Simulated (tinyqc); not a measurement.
What each parameter does: metal-induced gap states at the contact of a metal chain and a two-band chain.

The semiconductor alternates sites A at -Eg/2 and C at +Eg/2 with hopping -t; the gap runs from -Eg/2 to Eg/2. In the gap cosh(q a) = 1 + (Eg^2/4 - E^2)/(2 t^2) and the amplitude changes by -exp(-q a) a period. The metal has site energy 0 and hopping -tm; its end site has g_m = (E - i sqrt(4 tm^2 - E^2))/(2 tm^2). Sites 1, 2, ... count into the semiconductor, with energies e1, e2 alternating. The clean half chain has g1 = 1/(E - e1 - t^2 g2), g2 = 1/(E - e2 - t^2 g1), decaying root. With the contact G11 = 1/(1/g1 - tc^2 g_m), and the density on site j is -Im G_jj/pi = |psi_j/psi_1|^2 (-Im G11/pi), per spin, with psi_2/psi_1 = -t g2, psi_3/psi_2 = -t g1.

Constants: e^2/(4 pi eps0) = 14.39964547 eV angstrom.

Values chosen for the exercise (gap and optical dielectric constant near those of Ge; the chain itself is a model; shifted at random, so the results belong to these values and not to a real crystal): Eg = 0.65 eV (gap); t = 1.98 eV (hopping in the semiconductor); tm = 3.04 eV (hopping in the metal); tc = 2.66 eV (hopping across the contact); end = A (site that touches the metal); a = 4 angstrom (period (two sites); one chain for each area a^2); eps = 16.5 (dielectric constant); E = -0.12 eV (energy from mid-gap).

xi = 1/(2q), summed density, and S = 1/(1 + 4 pi e^2 N xi/eps), N = 2 (summed density)/a^2.

Results for these values:

| case | xi (angstrom) | summed density (1/eV) | S |
|---|---|---|---|
| base | 13.124 | 0.51408 | 0.0976 |

What happens to each result for tm = 3.344 eV, all else kept?

Answer: xi does not change at the printed digits; summed density rises from 0.51408 to 0.53465; S falls from 0.0976 to 0.0942.

The same for each parameter in turn:

| case | xi (angstrom) | summed density (1/eV) | S |
|---|---|---|---|
| base | 13.124 | 0.51408 | 0.0976 |
| Eg = 0.715 eV | 11.773 | 0.46400 | 0.1178 |
| t = 2.178 eV | 14.434 | 0.53112 | 0.0869 |
| tm = 3.344 eV | 13.124 | 0.53465 | 0.0942 |
| tc = 2.926 eV | 13.124 | 0.46694 | 0.1064 |
| eps = 18.15 | 13.124 | 0.51408 | 0.1063 |
| end = C | 13.124 | 0.53690 | 0.0938 |

The decay length belongs to the semiconductor alone; the metal and the contact set only the amplitude.

Run: tinyqc, `OMP_NUM_THREADS=1 python tinyqc.py 1480955 1480956 out.jsonl`; Intel(R) Xeon(R) Processor @ 2.30GHz, one thread, shared host; about 0.01 s of CPU time with all checks.
